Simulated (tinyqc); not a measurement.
An infinitely deep well in a field (quantum-confined Stark shift), Airy functions: two steps of the calculation.

Hard walls at x = -L/2 and +L/2; between them U(x) = -F x (eV, zero at the centre). C = hbar^2/(2 m0), e = (C F^2/m1)^(1/3), z1 = (F L/2 - E)/e at the left wall and z2 = (-F L/2 - E)/e at the right wall. Levels are the roots of D(E) = Ai(z1) Bi(z2) - Ai(z2) Bi(z1).

Inputs (values chosen for the exercise): mass m1 = 0.041 m0; well width L = 19.7 nm; field F = 0.0072 V/nm; level sought n = 1.

Constants: q = 1.602176634e-19 C, hbar = 1.054571817e-34 J s, m0 = 9.1093837015e-31 kg, hbar^2/(2 m0) = 0.0380998212 eV nm^2. Results are converted to the units shown.

Problem 1. Secant step for the level. Secant step from the last two trial energies, E_a the older and E_b the newer: next = E_b - D(E_b) (E_b - E_a)/(D(E_b) - D(E_a)).

second trial energy = 0.0224 eV
third trial energy = 0.012320089 eV

Find: D(E_a); D(E_b); fourth trial energy.

Solution 1.

D(E_a) = 0.21180
D(E_b) = -0.10240
fourth trial energy = 0.015605 eV

Problem 2. Stark shift. Exact shift E_n(F) - E_n(0), and the mean position <x> = -dE_n/dF. E_n(0) = C (n pi/L)^2/m1; second-order shift m1 F^2 L^4 (1 - 15/(pi n)^2)/(48 C pi^2 n^2).

Give: E_n; shift; <x>.

Solution 2.

E_n = 0.014975 eV
shift = -8.6574 meV
<x> = 2.2700 nm

Program tinyqc, `OMP_NUM_THREADS=1 python tinyqc.py 2580130 2580131 out.jsonl`; Intel Xeon 2.30GHz, shared host, one thread, about 0.03 s.
